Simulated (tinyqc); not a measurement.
# Depth and level of a trap from the time ratio

Problem. For an oxide trap tc/te = exp(E/Vt) with E = E0 - dpsi - (xt/tox)(Vg - VT - dpsi), dpsi being the rise of the surface potential above its value at threshold. Find xt and E0, and the depth that would be read if dpsi were ignored.

Inputs (values chosen for the exercise):
```
symbol  value  unit              meaning
T         300     K          temperature
tox       2.4    nm  insulator thickness
```

Constants: q = 1.602176634e-19 C, kB = 1.380649e-23 J/K, Vt = kB T/q. Results are converted to the units shown.

Vg - VT (V): -0.09  0.06
tc/te: 4.5738599  0.094100947
dpsi (V): -0.066120324  0.026651867

Answer. E + dpsi is a straight line in the oxide voltage Vg - VT - dpsi with slope -xt/tox and intercept E0. Ignoring dpsi assigns the motion of the bands to the trap and overstates its depth.

xt = 0.320 nm
E0 = -0.0300 eV
depth read without dpsi = 1.61 nm

tinyqc, about 0.01 s, one thread, Intel Xeon 2.30GHz (shared host): `OMP_NUM_THREADS=1 python tinyqc.py 2710036 2710037 out.jsonl`
